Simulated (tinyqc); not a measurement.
# Worked calculation: on-chip interconnect, size-dependent resistivity and RC delay

Numbers from tinyqc (`OMP_NUM_THREADS=1 python tinyqc.py 2100116 2100117 out.jsonl`; about 0.01 s on one thread of a shared Intel Xeon 2.30GHz). Printed values are rounded.

A rectangular line between two neighbours and two ground planes. Surface and grain-boundary scattering are added to the bulk resistivity as corrections; capacitances are parallel-plate values without fringing; inductance is ignored.

Inputs (values chosen for the exercise); metal values close to those of copper: bulk resistivity rho0 = 1.72 uohm cm; bulk mean free path lam = 38.8 nm; specular share of surface scattering ps = 0; reflection coefficient of grain boundaries Rg = 0.53; grain size over the metal width gr = 1.5; drawn line width wd = 72 nm; aspect ratio, height over width AR = 1.4; liner on both walls and the bottom, not conducting tl = 2.5 nm; space to the neighbouring lines sp = 110 nm; dielectric height to the planes above and below hd = 140 nm; relative permittivity of the dielectric ek = 3.9; Miller factor of the neighbours Mf = 1; line length Lw = 15 um; driver resistance Rd = 1100 ohm; load capacitance Cl = 2.2 fF; time step dt = 0.88 ps.

Constants: eps0 = 8.8541878128e-12 F/m. Results are converted to the units shown.

## Resistivity, resistance and capacitance per length

Metal width x = wd - 2 tl, height y = AR wd - tl; grain boundaries (Mayadas-Shatzkes): al = (lam/(gr x)) Rg/(1 - Rg), g = 1/[1 - 3 al/2 + 3 al^2 - 3 al^3 ln(1 + 1/al)] - 1; surfaces (Fuchs-Sondheimer, thick limit): s = (3/8) lam (1 - ps)(1/x + 1/y); rho = rho0 (1 + g + s); r = rho/(x y); c = eps0 ek (2 wd/hd + 2 Mf AR wd/sp).

x = 67 nm
y = 98.3 nm
al = 0.435355
g = 0.612257
s = 0.365180
rho = 3.40119 uohm cm
r = 5.16420 ohm/um
c = 0.0988045 fF/um

rho is 1.98 times the bulk value; grain boundaries add more (0.612 against 0.365). The liner takes 9.25 % of the cross-section.

## Ladder and Elmore delays

7 equal pi sections: series Rs = r Lw/7; node capacitances c Lw/7, halved at nodes 0 and 7, with Cl added to node 7; Rd feeds node 0. Elmore delay of node k: the sum, over the resistors on the path to k, of resistance times all capacitance downstream of it.

Rs = 11.0661 ohm

```
node    C (fF)  Elmore delay (ps)
0     0.105862            4.05027
1     0.211724            4.08985
2     0.211724            4.12708
3     0.211724            4.16197
4     0.211724            4.19451
5     0.211724            4.22472
6     0.211724            4.25258
7      2.30586            4.27809
```

The far-end value equals Rd (c Lw + Cl) + r Lw (c Lw/2 + Cl) for any number of pi sections; the line resistance contributes 5.33 % of it.

## Step 1: node voltages after a time step

v at t = 0, node 0 to 7 (V): 0  0  0  0  0  0  0  0

A 1 V step is applied behind Rd at t = 0. C dv/dt = -G v + b, with G the conductance matrix of the ladder (1/Rs between neighbours, 1/Rd added at node 0) and b = (1 V/Rd, 0, ...). Trapezoidal step: (C/dt + G/2) v(new) = (C/dt - G/2) v + b.

v at t = 1 dt, node 0 to 7 (V): 0.264131  0.247371  0.231928  0.217720  0.204672  0.192714  0.181782  0.171817

## Step 2: node voltages after a time step

As before.

v at t = 2 dt, node 0 to 7 (V): 0.333917  0.336759  0.338759  0.340094  0.340921  0.341383  0.341611  0.341722

## Course in time

A 1 V step is applied behind Rd at t = 0. C dv/dt = -G v + b, with G the conductance matrix of the ladder (1/Rs between neighbours, 1/Rd added at node 0) and b = (1 V/Rd, 0, ...). Trapezoidal step: (C/dt + G/2) v(new) = (C/dt - G/2) v + b. The last column solves the same ladder exactly by its modes.

Voltages (V):
```
t (ps)  node 0  node 3  node 7  node 7, exact
0.8800  0.2641  0.2177  0.1718         0.1796
1.760   0.3339  0.3401  0.3417         0.3335
2.640   0.5215  0.4850  0.4535         0.4585
3.520   0.5549  0.5647  0.5667         0.5600
4.400   0.6904  0.6607  0.6393         0.6425
5.280   0.7012  0.7131  0.7148         0.7096
6.160   0.8011  0.7762  0.7619         0.7640
7.040   0.7981  0.8112  0.8123         0.8083
7.920   0.8736  0.8521  0.8429         0.8443
8.800   0.8624  0.8760  0.8765         0.8735
9.680   0.9210  0.9020  0.8963         0.8972
10.56   0.9052  0.9189  0.9187         0.9165
```

The far end of the ladder reaches 0.5 V at 2.978 ps, 0.696 of its Elmore delay (ln 2 = 0.693 for a single pole); the slowest mode has a time constant of 4.237 ps. The largest error of the trapezoidal steps at that node is 8.3 mV. Node 0 swings up and down from step to step: the trapezoidal rule does not damp modes much faster than dt, so these swings are numerical.
